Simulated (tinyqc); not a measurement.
# On-chip interconnect, size-dependent resistivity and RC delay, step by step

Program tinyqc, `OMP_NUM_THREADS=1 python tinyqc.py 2100069 2100070 out.jsonl`; Intel Xeon 2.30GHz, shared host, one thread, about 0.01 s. Printed values are rounded.

A rectangular line between two neighbours and two ground planes. Surface and grain-boundary scattering are added to the bulk resistivity as corrections; capacitances are parallel-plate values without fringing; inductance is ignored.

Parameters, values chosen for the exercise; metal values close to those of copper: bulk resistivity rho0 = 1.66 uohm cm; bulk mean free path lam = 39.3 nm; specular share of surface scattering ps = 0; reflection coefficient of grain boundaries Rg = 0.38; grain size over the metal width gr = 1; drawn line width wd = 70 nm; aspect ratio, height over width AR = 1.2; liner on both walls and the bottom, not conducting tl = 2.3 nm; space to the neighbouring lines sp = 140 nm; dielectric height to the planes above and below hd = 110 nm; relative permittivity of the dielectric ek = 4.2; Miller factor of the neighbours Mf = 1; line length Lw = 14 um; driver resistance Rd = 3900 ohm; load capacitance Cl = 0.075 fF; time step dt = 1.6 ps.

Constants: eps0 = 8.8541878128e-12 F/m. Results are converted to the units shown.

## Resistivity, resistance and capacitance per length

Metal width x = wd - 2 tl, height y = AR wd - tl; grain boundaries (Mayadas-Shatzkes): al = (lam/(gr x)) Rg/(1 - Rg), g = 1/[1 - 3 al/2 + 3 al^2 - 3 al^3 ln(1 + 1/al)] - 1; surfaces (Fuchs-Sondheimer, thick limit): s = (3/8) lam (1 - ps)(1/x + 1/y); rho = rho0 (1 + g + s); r = rho/(x y); c = eps0 ek (2 wd/hd + 2 Mf AR wd/sp).

x = 65.4 nm
y = 81.7 nm
al = 0.368304
g = 0.520257
s = 0.405730
rho = 3.19714 uohm cm
r = 5.98359 ohm/um
c = 0.0919548 fF/um

rho is 1.93 times the bulk value; grain boundaries add more (0.520 against 0.406). The liner takes 9.13 % of the cross-section.

## Ladder and Elmore delays

7 equal pi sections: series Rs = r Lw/7; node capacitances c Lw/7, halved at nodes 0 and 7, with Cl added to node 7; Rd feeds node 0. Elmore delay of node k: the sum, over the resistors on the path to k, of resistance times all capacitance downstream of it.

Rs = 11.9672 ohm

```
node     C (fF)  Elmore delay (ps)
0     0.0919548            5.31323
1      0.183910            5.32843
2      0.183910            5.34144
3      0.183910            5.35224
4      0.183910            5.36084
5      0.183910            5.36724
6      0.183910            5.37144
7      0.166955            5.37343
```

The far-end value equals Rd (c Lw + Cl) + r Lw (c Lw/2 + Cl) for any number of pi sections; the line resistance contributes 1.12 % of it.

## Step 1: node voltages after a time step

v at t = 0, node 0 to 7 (V): [0, 0, 0, 0, 0, 0, 0, 0]

A 1 V step is applied behind Rd at t = 0. C dv/dt = -G v + b, with G the conductance matrix of the ladder (1/Rs between neighbours, 1/Rd added at node 0) and b = (1 V/Rd, 0, ...). Trapezoidal step: (C/dt + G/2) v(new) = (C/dt - G/2) v + b.

v at t = 1 dt, node 0 to 7 (V): [0.272932, 0.268008, 0.263821, 0.260360, 0.257615, 0.255580, 0.254247, 0.253613]

## Step 2: node voltages after a time step

As before.

v at t = 2 dt, node 0 to 7 (V): [0.449339, 0.450585, 0.451596, 0.452397, 0.453011, 0.453454, 0.453738, 0.453871]

## Course in time

A 1 V step is applied behind Rd at t = 0. C dv/dt = -G v + b, with G the conductance matrix of the ladder (1/Rs between neighbours, 1/Rd added at node 0) and b = (1 V/Rd, 0, ...). Trapezoidal step: (C/dt + G/2) v(new) = (C/dt - G/2) v + b. The last column solves the same ladder exactly by its modes.

Voltages (V):
```
t (ps)  node 0  node 3  node 7  node 7, exact
1.600   0.2729  0.2604  0.2536         0.2556
3.200   0.4493  0.4524  0.4539         0.4479
4.800   0.6049  0.5950  0.5899         0.5905
6.400   0.6955  0.7001  0.7023         0.6963
8.000   0.7866  0.7782  0.7742         0.7748
9.600   0.8304  0.8358  0.8382         0.8330
11.20   0.8859  0.8785  0.8751         0.8761
12.80   0.9044  0.9101  0.9126         0.9081
14.40   0.9402  0.9334  0.9305         0.9319
16.00   0.9450  0.9508  0.9532         0.9495
17.60   0.9699  0.9635  0.9609         0.9625
19.20   0.9673  0.9732  0.9754         0.9722
```

The far end of the ladder reaches 0.5 V at 3.731 ps, 0.694 of its Elmore delay (ln 2 = 0.693 for a single pole); the slowest mode has a time constant of 5.353 ps. The largest error of the trapezoidal steps at that node is 6.0 mV.
